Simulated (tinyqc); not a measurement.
# Undoped symmetric double-gate MOSFET, analytic potential model: what changes with what

An undoped body of thickness ts between two equal insulators and tied gates; long channel, electrons only, n = ni exp((psi - V)/Vt) with V the quasi-Fermi potential (0 at the source, Vd at the drain), constant mobility, no quantisation. Across the body psi(x) = V - 2 Vt ln[(ts/(2 beta)) sqrt(q ni/(2 eps0 eps_r Vt)) cos(2 beta x/ts)], x from the centre. Q is the electron charge per area of the whole body.

Inputs (values chosen for the exercise); material values those of a made-up semiconductor: temperature T = 350 K; band gap Eg = 1.4 eV; relative permittivity of the semiconductor eps_r = 10.9; conduction-band density of states at T Nc = 2.89e19 cm^-3; valence-band density of states at T Nv = 3.87e19 cm^-3; relative permittivity of the gate insulator eox = 3.75; insulator thickness tox = 2.4 nm; body thickness ts = 12 nm; gate work function less that of the intrinsic body dphi = 0.17 V; channel mobility mu = 520 cm^2/(V s); gate length L = 2 um; drain voltage Vd = 0.8 V.

Constants: q = 1.602176634e-19 C, kB = 1.380649e-23 J/K, Vt = kB T/q, eps0 = 8.8541878128e-14 F/cm where lengths are in cm. Results are converted to the units shown.

Each table varies one quantity; the others keep the values above.

## Output curve

ni = sqrt(Nc Nv) exp(-Eg/(2 Vt)), Eg in volts; r = eps_r tox/(eox ts); V0 = dphi + 2 Vt ln[(2/ts) sqrt(2 eps0 eps_r Vt/(q ni))]. beta (between 0 and pi/2) solves (Vg - V0 - V)/(2 Vt) = ln(beta) - ln(cos beta) + 2 r beta tan(beta). Q = 8 eps0 eps_r Vt beta tan(beta)/ts; I = mu (1/L)(4 eps0 eps_r/ts)(2 Vt)^2 [g(beta_s) - g(beta_d)] per width, g = beta tan(beta) - beta^2/2 + r beta^2 tan^2(beta), with beta_s at V = 0 and beta_d at V = Vd.

In this table Vg = 1.06 V.

Output curve:

| Vd (V) | Qd (nC/cm^2) | Qd/Qs | I (uA/um) |
|---|---|---|---|
| 0.06 | 483.55 | 0.78727 | 8.5552 |
| 0.11 | 379.63 | 0.61808 | 14.160 |
| 0.16 | 281.70 | 0.45864 | 18.451 |
| 0.21 | 191.91 | 0.31245 | 21.520 |
| 0.27 | 100.07 | 0.16292 | 23.769 |
| 0.32 | 44.065 | 0.071741 | 24.681 |
| 0.37 | 13.394 | 0.021806 | 25.027 |
| 0.42 | 2.9944 | 0.0048751 | 25.119 |
| 0.47 | 0.59212 | 9.6403e-4 | 25.138 |

What does the comparison show?

The current rises from 8.56 to 25.1 uA/um, while the charge at the drain end falls from 0.79 to 9.6e-4 of that at the source. The current first comes within 1 % of its last value at Vd = 0.37 V among the rows. Over the last rows Qd falls by a factor of e for each Vt of drain voltage: the drain end is in weak inversion. In every row the surface density at the source passes 0.3 Nc, where Boltzmann statistics fail.

## Effect of the body thickness

Q = 8 eps0 eps_r Vt beta tan(beta)/ts; I = mu (1/L)(4 eps0 eps_r/ts)(2 Vt)^2 [g(beta_s) - g(beta_d)] per width, g = beta tan(beta) - beta^2/2 + r beta^2 tan^2(beta), with beta_s at V = 0 and beta_d at V = Vd.  I(low) is taken at Vg = 0.51 V, Qs and I(high) at Vg = 1.26 V.

Effect of the body thickness:

| ts (nm) | V0 (V) | I(low) (nA/um) | Qs(high) (nC/cm^2) | I(high) (uA/um) |
|---|---|---|---|---|
| 4 | 0.8307 | 0.1101 | 1064 | 64.79 |
| 5.6 | 0.8104 | 0.1541 | 1071 | 66.37 |
| 7.8 | 0.7904 | 0.2146 | 1076 | 67.68 |
| 11 | 0.7697 | 0.3026 | 1079 | 68.79 |
| 15 | 0.7510 | 0.4126 | 1081 | 69.59 |
| 21 | 0.7307 | 0.5775 | 1083 | 70.27 |
| 30 | 0.7091 | 0.8247 | 1083 | 70.82 |

Read the table: what changes, and by how much?

As ts goes from 4 to 30 nm, I(low) rises from 0.110 to 0.825 nA/um and I(high) rises from 64.8 to 70.8 uA/um. On average I(low) goes as ts^(1.00) and I(high) goes as ts^(0.04). Below threshold the charge is proportional to the cross-section of the body; above it the insulator sets the charge. In every row the surface density at the source at the higher gate voltage passes 0.3 Nc, where Boltzmann statistics fail. For ts = 4 to 5.6 nm the body is thin enough for quantum confinement, left out here, to raise the threshold.

## Effect of the gate work function less that of the intrinsic body

Same model as above.

Effect of the gate work function less that of the intrinsic body:

| dphi (V) | V0 (V) | I(low) (nA/um) | Qs(high) (nC/cm^2) | I(high) (uA/um) |
|---|---|---|---|---|
| 0.02 | 0.6144 | 45.67 | 1448 | 118.3 |
| 0.07 | 0.6644 | 9.015 | 1324 | 100.3 |
| 0.12 | 0.7144 | 1.730 | 1201 | 83.86 |
| 0.17 | 0.7644 | 0.3301 | 1080 | 69.03 |
| 0.22 | 0.8144 | 0.06293 | 960.3 | 55.77 |
| 0.27 | 0.8644 | 0.01199 | 842.5 | 44.06 |
| 0.32 | 0.9144 | 0.002285 | 727.0 | 33.86 |

As dphi goes from 0.02 to 0.32 V, I(low) falls from 45.7 to 0.00229 nA/um and I(high) falls from 118 to 33.9 uA/um. V0 rises from 0.614 to 0.914 V. In every row the surface density at the source at the higher gate voltage passes 0.3 Nc, where Boltzmann statistics fail.

tinyqc, about 0.01 s, one thread, Intel Xeon 2.30GHz (shared host): `OMP_NUM_THREADS=1 python tinyqc.py 2440056 2440057 out.jsonl`
